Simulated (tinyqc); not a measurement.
## Scale length and length offset from two DIBL values

Question. DIBL = exp(-Le/(2 l)) + 2 exp(-Le/l) with Le = L - dL. Find l, dL and the drawn length for a DIBL of 100 mV/V.

DIBL at drawn lengths 52 and 75 nm (mV/V): [86.005036, 23.905561]

Answer. With e = exp(-Le/(2 l)), 2 e^2 + e = DIBL gives e and so Le/l at each length; Le/l is a straight line in L with slope 1/l.

l = 9.70 nm
dL = 1.70 nm
length for 100 mV/V = 49.4 nm

Computed by the program tinyqc: `OMP_NUM_THREADS=1 python tinyqc.py 2002088 2002089 out.jsonl`, one thread of a shared Intel Xeon 2.30GHz, about 0.01 s for the whole run.
